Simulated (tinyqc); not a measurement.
Rapid thermal processing of a wafer: radiative balance, ramp and cooling, pattern effects, pyrometer error and spike budget: one step, computed by the program tinyqc.

The wafer is opaque and uniform through its thickness unless said otherwise; temperatures in formulas are in kelvin (C + 273.15). sigma = 5.670374419e-12 W/(cm^2 K^4).

Question. Power to hold and to ramp. Effective emissivity between parallel grey plates: eps_eff = 1/(1/eps + 1/(1 - r) - 1). Loss per area q(T) = 2 eps_eff sigma (T^4 - T_w^4) + h (T - T_w). Absorbed power during a ramp = q(T) + C d x ramp rate; thermal time constant tau = C d/(dq/dT), dq/dT = 8 eps_eff sigma T^3 + h; natural cooling rate q/(C d); front-to-back difference under one-sided heating at the end of the ramp = (absorbed power) d/(2 k).

Inputs (values chosen for the exercise, modelled on a hot silicon wafer):
```
quantity                                              value         unit
wafer thickness d                                       625   micrometre
heat capacity per volume C                              2.1   J/(cm^3 K)
thermal conductivity k                                 0.22     W/(cm K)
emissivity eps of each face                            0.65            -
reflectivity of the chamber walls r                    0.27            -
gas heat-transfer coefficient h, both faces together   0.86  mW/(cm^2 K)
wall temperature T_w                                    700            K
process temperature                                     757            C
ramp rate                                                24          K/s
```

Give: eps_eff; holding power q; power at the end of the ramp; dq/dT; time constant tau; natural cooling rate; front-to-back difference.

Answer.

eps_eff = 0.52402

holding power q = 5.5496 W/cm^2

power at the end of the ramp = 8.6996 W/cm^2

dq/dT = 26.847 mW/(cm^2 K)

time constant tau = 4.8889 s

natural cooling rate = 42.283 K/s

front-to-back difference = 1.2357 K

Radiation carries 95 % of the loss. The ramp needs 1.6 times the holding power.
